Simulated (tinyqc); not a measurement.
What each parameter does: six-band k.p model of the valence band of a wurtzite crystal.

At k = 0: E1 = D1c + D2c + Te + Le (pure HH); E2, E3 = Le + u +/- sqrt(u^2 + 2 D3c^2), u = (D1c - D2c + Te)/2, D1c = Dcr, D2c = D3c = Dso/3. The weight of LH in state 2 is fL = (E2 - Le)^2/((E2 - Le)^2 + 2 D3c^2). Relative strengths of transitions to the conduction band: for E perpendicular to c (TE) 1/2, fL/2, (1 - fL)/2; for E along c (TM) 0, 1 - fL, fL, with one momentum element for both directions.

Strain of a c-plane layer: exx = eyy = e_par, ezz = -2 (C13/C33) e_par; Le = D1 ezz + D2 (exx + eyy), Te = D3 ezz + D4 (exx + eyy).

Conduction edge: Ec = (top of the unstrained valence band) + Eg + (a1 + D1) ezz + (a2 + D2)(exx + eyy).

Values chosen for the exercise (near those of GaN; not measured data):
- Dcr = 0.0184 eV (crystal-field splitting)
- Dso = 0.0171 eV (spin-orbit splitting)
- Eg = 3.487 eV (direct gap at Gamma from the top of the unstrained valence band)
- a1 = -5 eV (gap potential along c)
- a2 = -10.76 eV (gap potential in the plane)
- D1 = -3.72 eV
- D2 = 4.58 eV
- D3 = 8.1 eV
- D4 = -4.24 eV
- C13 = 104 GPa
- C33 = 378 GPa
- e_par = -0.0019 (exx = eyy of a c-plane layer)

Splittings at k = 0 under the strain, fL and the lowest transition.

One parameter was then changed.

Results before and after:

| case | E1 - E2 (meV) | E1 - E3 (meV) | fL | lowest transition (eV) |
|---|---|---|---|---|
| base | 9.73 | 50.35 | 0.9589 | 3.4981 |
| changed | 9.66 | 48.73 | 0.9554 | 3.5008 |

Which of these changes was made? (a) D1 = -2.976 eV; (b) D3 = 6.48 eV; (c) D4 = -5.088 eV; (d) Dso = 0.02052 eV; (e) D2 = 5.496 eV; (f) C13 = 83.2 GPa; (g) a1 = -6 eV; (h) a2 = -8.608 eV.

Answer: (f) C13 = 83.2 GPa. Of the candidates, run in turn, only this one gives the changed row.

All candidates:

| case | E1 - E2 (meV) | E1 - E3 (meV) | fL | lowest transition (eV) |
|---|---|---|---|---|
| base | 9.73 | 50.35 | 0.9589 | 3.4981 |
| D4 = -5.088 eV | 9.85 | 53.45 | 0.9646 | 3.4949 |
| Dso = 0.02052 eV | 11.25 | 52.25 | 0.9408 | 3.4981 |
| D3 = 6.48 eV | 9.66 | 48.73 | 0.9554 | 3.4998 |
| C13 = 83.2 GPa | 9.66 | 48.73 | 0.9554 | 3.5008 |
| D2 = 5.496 eV | 9.73 | 50.35 | 0.9589 | 3.4981 |
| a2 = -8.608 eV | 9.73 | 50.35 | 0.9589 | 3.4899 |
| a1 = -6 eV | 9.73 | 50.35 | 0.9589 | 3.4970 |
| D1 = -2.976 eV | 9.73 | 50.35 | 0.9589 | 3.4981 |

D1 and D2 shift all valence edges and the conduction edge alike, so they drop out of splittings and transitions.

Run: tinyqc, `OMP_NUM_THREADS=1 python tinyqc.py 1050658 1050659 out.jsonl`; Intel(R) Xeon(R) Processor @ 2.30GHz, one thread, shared host; about 0.01 s of CPU time with all checks.
